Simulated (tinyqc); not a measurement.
Threshold of a short bulk MOSFET: charge sharing, barrier lowering, narrow width: one step of the calculation.

n-channel device on a p-type body, depletion approximation, full ionisation. Uniform doping N = Na. Vbi from Boltzmann statistics is rough for the degenerate source. Cox = eps0 eox/tox.

Question. Long-channel threshold and scales. ni = sqrt(Nc Nv) exp(-Eg/(2 Vt)), Eg in volts; 2 pB = 2 Vt ln(N/ni); flat band Vfb - Vt ln(N/Na); Wd = sqrt(2 eps0 eps_r (2 pB - Vbs)/(q N)); body term q N Wd/Cox; long-channel VT0 = flat band + 2 pB + body term; Vbi = Vt ln(N Nsd/ni^2); scale length l = sqrt((eps_r/eox) tox Wd).

Values chosen for this exercise; band and dielectric values close to those of silicon: temperature T = 300 K; band gap Eg = 1.12 eV; relative permittivity eps_r = 11.5; conduction-band density of states at T Nc = 2.78e19 cm^-3; valence-band density of states at T Nv = 2.66e19 cm^-3; relative permittivity of the gate insulator (close to zirconium oxide) eox = 25; insulator thickness tox = 16 nm; channel doping Na = 2.1e17 cm^-3; source and drain doping Nsd = 1e20 cm^-3; flat-band voltage for the doping Na Vfb = -0.98 V; body-source voltage Vbs = -1 V.

Constants: q = 1.602176634e-19 C, kB = 1.380649e-23 J/K, Vt = kB T/q, eps0 = 8.8541878128e-14 F/cm where lengths are in cm. Results are converted to the units shown.

Give: N; 2 pB; flat band; Wd; body term; VT0; Vbi; l.

Answer.

N = 2.100e17 cm^-3
2 pB = 0.8685 V
flat band = -0.9800 V
Wd = 106.3 nm
body term = 0.2586 V
VT0 = 0.1472 V
Vbi = 1.028 V
l = 27.98 nm

Numbers from tinyqc (`OMP_NUM_THREADS=1 python tinyqc.py 2002186 2002187 out.jsonl`; about 0.01 s on one thread of a shared Intel Xeon 2.30GHz).
